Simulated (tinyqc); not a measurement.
Single-oscillator infrared dielectric function of a polar cubic crystal: one step, computed by the program tinyqc. Command: `OMP_NUM_THREADS=1 python tinyqc.py 3013091 3013092 out.jsonl infrared walk`. One thread of a shared host (Intel(R) Xeon(R) Processor @ 2.30GHz), about 0.01 s of CPU time with the checks.

One ion pair, charges +Z* and -Z*, in a cell of volume Omega = a^3/4. Frequencies omega are given as wavenumbers (1/cm); eps_s is the static dielectric constant.

Problem. Optical constants at the probe frequency. eps(omega) = eps_inf + W^2/(omega_TO^2 - omega^2 - i gamma omega); n + i k = sqrt(eps) with k >= 0; R = |(n + i k - 1)/(n + i k + 1)|^2 at normal incidence from vacuum. omega is the probe ratio times omega_TO. Intensity decays over 1/(4 pi omega k); the loss function is Im(-1/eps).

Inputs (values chosen for the exercise, modelled on zinc selenide):
```
quantity                    value  unit
omega_TO                      210  1/cm
eps_inf                      6.07     -
phonon damping gamma          4.4  1/cm
probe frequency / omega_TO   1.05     -
```

Structure: zinc blende. Free carriers: absent.

W = 363.3267 1/cm

Give: omega; Re eps; Im eps; n; k; reflectivity R; penetration depth of the intensity; loss function.

Solution.

omega = 220.5 1/cm

Re eps = -21.847

Im eps = 5.9920

n = 0.63514

k = 4.7171

reflectivity R = 0.89807

penetration depth of the intensity = 0.76509 micrometre

loss function = 0.011676

Re eps is negative: the wave is evanescent and the crystal reflects like a metal.
